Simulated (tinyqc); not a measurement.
Keating valence-force model of a tetrahedral crystal. Changing the bond stretching alpha. Computed by tinyqc, a small Python program. Command: `OMP_NUM_THREADS=1 python tinyqc.py 3011012 3011013 out.jsonl keating sweep`. One thread of a shared host (Intel(R) Xeon(R) Processor @ 2.30GHz), about 0.04 s of CPU time with the checks.

Atom A sits at 0 and atom B at a/4 (1,1,1) of an fcc lattice; the four bonds from A are t = a/4 (1,1,1), a/4 (1,-1,-1), a/4 (-1,1,-1), a/4 (-1,-1,1), of length d = sqrt(3) a/4. Energy: E = (3 alpha/(8 d^2)) sum over bonds (r.r - d^2)^2 + (3 beta/(8 d^2)) sum over pairs of bonds at one atom (r_i.r_j + d^2/3)^2, with beta_A for the six pairs at A and beta_B for the six at B. The cell holds two atoms, Omega = a^3/4. 1 N/m = 1 J/m^2. With constants fitted to the elastic moduli this model puts optical and zone-boundary frequencies of real crystals too high, by up to about 20 % in elemental crystals and up to about 50 % in compounds, and mostly by more for TA modes; in compounds the lattice part of the static dielectric constant then comes out too low.

Inputs (values chosen for the exercise, modelled on gallium arsenide):
```
quantity             value      unit
lattice constant a   5.653  angstrom
mass M_A             69.72         u
mass M_B             74.92         u
bond bending beta_A   8.82       N/m
bond bending beta_B   8.06       N/m
```

Structure: zinc blende.

Constants: nu for 1 eV/(angstrom^2 u) = 15.6333042 THz; 1 eV/angstrom^2 = 16.02176634 J/m^2; 1 THz = 33.35640952 1/cm.

Method:
- beta = (beta_A + beta_B)/2; C11 = (alpha + 3 beta)/a, C12 = (alpha - beta)/a, C44 = 4 alpha beta/(a (alpha + beta)); with the two sublattices clamped C44(0) = (alpha + beta)/a; internal-strain parameter zeta = (alpha - beta)/(alpha + beta); B = (C11 + 2 C12)/3.
- beta = (beta_A + beta_B)/2; mu = M_A M_B/(M_A + M_B); lambda = 4 (alpha + beta)/mu with the springs in eV/angstrom^2; nu = 15.6333042 THz x sqrt(lambda).
- With displacements u exp(i q.r), each bracket changes by g.u, where g = (g_A, g_B): bond t, g = (-2 t, 2 t exp(i q.t)); pair (i, j) at A, g = (-(t_i + t_j), t_i exp(i q.t_j) + t_j exp(i q.t_i)); pair at B, g = (-t_i exp(-i q.t_j) - t_j exp(-i q.t_i), t_i + t_j). Then D_mn = sum over the 4 bonds and 12 pairs of (4 k/a^2) conj(g_m) g_n / sqrt(M_m M_n), with k = alpha or beta converted to eV/angstrom^2. Only the short-range forces enter; the Coulomb field of the charges is left out.
- An eigenvalue lambda of D in eV/(angstrom^2 u) gives nu = 15.6333042 THz x sqrt(lambda).
- Take the lowest frequency at X = (1, 0, 0) 2 pi/a, the transverse acoustic (TA) mode.

One run for each value; columns: (1) bond stretching alpha (N/m); (2) nu_TO at G (THz); (3) bulk modulus B (GPa); (4) C44 (GPa); (5) TA frequency at X (THz); (6) internal-strain parameter zeta:
```
(1)      (2)     (3)     (4)     (5)      (6)
20.3   6.968   40.89  42.183  3.7721  0.41267
24.7   7.483   48.67  44.511  3.7726  0.49065
30.2   8.080   58.40  46.676  3.7729  0.56315
36.8   8.743   70.07  48.579  3.7731  0.62688
44.8   9.484   84.23  50.253  3.7733  0.68295
54.6  10.320  101.56  51.725  3.7734  0.73223
66.6  11.260  122.79  53.004  3.7735  0.77505
81.2  12.307  148.62  54.098  3.7735  0.81169
```

What does the table show, and why?

Over the rows, nu_TO at G (THz) rises from 6.97 to 12.3 (exponent d ln y / d ln x 0.36 between the first rows and 0.45 between the last); bulk modulus B (GPa) rises from 40.9 to 149 (exponent d ln y / d ln x 0.89 between the first rows and 0.96 between the last); C44 (GPa) rises from 42.2 to 54.1 (exponent d ln y / d ln x 0.27 between the first rows and 0.10 between the last); TA frequency at X (THz) rises from 3.7721 to 3.7735; internal-strain parameter zeta rises from 0.413 to 0.812 (exponent d ln y / d ln x 0.88 between the first rows and 0.23 between the last). At the high end the exponent of nu_TO at G is 0.45, close to 0.50: the optical mode mostly stretches bonds. B = (alpha + beta/3)/a and the optical mode follow the bond stretching; C44 needs the angles to bend and saturates towards 4 beta/a, and zeta tends to 1 as bonds become rigid.

Extremes, crossings and ranges named in words are read from the listed rows.
